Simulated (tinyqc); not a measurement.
One-dimensional ballistic tunnel FET, two-band WKB: effect of temperature.

A p-type source for x < 0 with its Fermi level at 0 and its valence edge at ds; in the channel the bands fall as D exp(-x/lam) towards their flat values, with the conduction edge at Ec = ds - dP and D = dP + Eg. The gate moves dP one to one. The drain Fermi level lies at -Vd and the drain side reflects nothing. For w = E - Ec between 0 and dP an electron crosses the gap. Two-band dispersion with equal masses m: inside the gap kappa = sqrt(m u (1 - u/Eg)/C), u the distance from a band edge, C = hbar^2/(2 m0).

S(w) = 2 lam int_0^Eg kappa(u) du/(w + Eg - u) = 2 pi lam sqrt(m/(C Eg)) [w + Eg/2 - sqrt(w (w + Eg))], T(w) = exp(-S). I = g (2 q^2/h) int_0^dP T(w) [f(E) - f(E + Vd)] dw, E = ds - dP + w, f(x) = 1/(1 + exp(x/Vt)). Swing = d(dP)/d(log10 I).

Inputs (values chosen for the exercise); band and dielectric values close to those of germanium:
- Eg = 0.67 eV (band gap)
- m = 0.05 m0 (band-edge mass of the two-band model)
- lam = 1.8 nm (screening length of the source junction)
- ds = 0.13 eV (source valence edge above the source Fermi level)
- Vd = 0.5 V (drain bias)
- g = 2 (number of degenerate subbands (spin apart))
- dP = 0.48 eV (tunnelling window Ev(source) - Ec(channel))

Constants: q = 1.602176634e-19 C, kB = 1.380649e-23 J/K, hbar = 1.054571817e-34 J s, h = 6.62607015e-34 J s, m0 = 9.1093837015e-31 kg, Vt = kB T/q, hbar^2/(2 m0) = 0.0380998212 eV nm^2. Results are converted to the units shown.

Results:
```
T (K)	I (uA)	swing (mV/decade)	Vt ln 10 (mV/decade)
77	7.298	433.3	15.28
150	7.316	434.7	29.76
200	7.335	436.1	39.68
250	7.357	437.8	49.61
350	7.404	442.2	69.45
400	7.424	444.7	79.37
```

Estimate the missing row, T = 300 K.

Computed row:
```
T (K)	I (uA)	swing (mV/decade)	Vt ln 10 (mV/decade)
300	7.381	439.9	59.53
```

With this row back in the table: I rises from 7.30 to 7.42 uA, and the swing rises from 433 to 445 mV/decade, while the thermionic limit rises from 15.3 to 79.4 mV/decade. Gap and mass are held fixed. In every row S at w = dP is below 2, where a WKB prefactor of 1 is a rough guess.

Range of the model: The two-band model describes a direct gap; phonon-assisted tunnelling across an indirect gap is left out.

tinyqc, about 0.01 s, one thread, Intel Xeon 2.30GHz (shared host): `OMP_NUM_THREADS=1 python tinyqc.py 2620145 2620146 out.jsonl`
